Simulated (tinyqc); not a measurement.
Geometry relaxation of a small cluster: one step, computed by the program tinyqc. Command: `OMP_NUM_THREADS=1 python tinyqc.py 3011238 3011239 out.jsonl relax walk`. One thread of a shared host (Intel(R) Xeon(R) Processor @ 2.30GHz), about 0.02 s of CPU time with the checks.

E = sum_(i<j) phi(r_ij), phi(r) = eps [exp(-2 alpha (r - r0)) - 2 exp(-alpha (r - r0))]; the force on i is -sum_j phi'(r_ij) (R_i - R_j)/r_ij.

Problem. The first two steps. BFGS: R(new) = R + B F with the inverse Hessian B = eta 1 at first; with s = R(new) - R, y = F - F(new), rho = 1/(y.s): B(new) = (1 - rho s y^T) B (1 - rho y s^T) + rho s s^T, skipped if y.s is not positive. No atom moves more than 0.3 angstrom a step (the whole step is scaled). Stop when the largest force component is below 1e-5 eV/angstrom.

Inputs (values chosen for the exercise, for model atoms):

| quantity | value | unit |
|---|---|---|
| length r0 | 2.36 | angstrom |
| well depth eps | 0.64 | eV |
| stiffness alpha | 2.08 | 1/angstrom |
| step factor eta | 0.052 | angstrom^2/eV |

Potential: Morse. Method: BFGS.

starting positions (angstrom):
```
           x      y      z
atom 1  0.01      0   0.09
atom 2   2.4  -0.14  -0.29
atom 3  1.04   1.99  -0.04
atom 4  1.16   0.74   1.88
atom 5  1.31    0.6  -2.02
```

Give: positions after step 1; energy after step 1; positions after step 2; energy after step 2.

Solution.

positions after step 1 (angstrom):
```
             x       y       z
atom 1  -0.004  -0.050   0.031
atom 2   2.401  -0.135  -0.180
atom 3   1.078   2.010  -0.079
atom 4   1.200   0.730   1.900
atom 5   1.244   0.635  -2.052
```

energy after step 1 = -5.610 eV

positions after step 2 (angstrom):
```
            x       y       z
atom 1  0.020  -0.071  -0.023
atom 2  2.353  -0.093  -0.096
atom 3  1.118   1.989  -0.108
atom 4  1.233   0.713   1.871
atom 5  1.195   0.652  -2.024
```

energy after step 2 = -5.779 eV
